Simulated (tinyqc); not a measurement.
Double-gate transistor, scale length and short-channel effects: one step of the calculation.

A body of thickness ts between two insulators of thickness ti and two tied gates. Below threshold the potential that source and drain add obeys Laplace's equation and vanishes on the gate. Its lowest mode decays along the channel as exp(-k y); k is the smallest positive root of the matching condition at the interface, and the scale length is Lambda = pi/k.

Task. Decay constant by Newton steps. f(k) = ei cos(k ti) cos(k ts/2) - eps_r sin(k ti) sin(k ts/2); f' by a central difference with +/- 1e-5 1/nm; k(new) = k - f/f'.

Inputs (values chosen for the exercise); permittivities: semiconductor made up, insulator close to that of silicon dioxide:
- eps_r = 11.6 (relative permittivity of the semiconductor)
- ei = 3.74 (relative permittivity of the insulator)
- ti = 0.89 nm (insulator thickness)
- ts = 6.8 nm (body thickness)

k at the start = 0.27 1/nm

Find: f; f'; k after iteration 1.

Result.

f = 0.013348
f' = -23.959 nm
k after iteration 1 = 0.27056 1/nm

Numbers from tinyqc (`OMP_NUM_THREADS=1 python tinyqc.py 2420016 2420017 out.jsonl`; about 0.01 s on one thread of a shared Intel Xeon 2.30GHz).
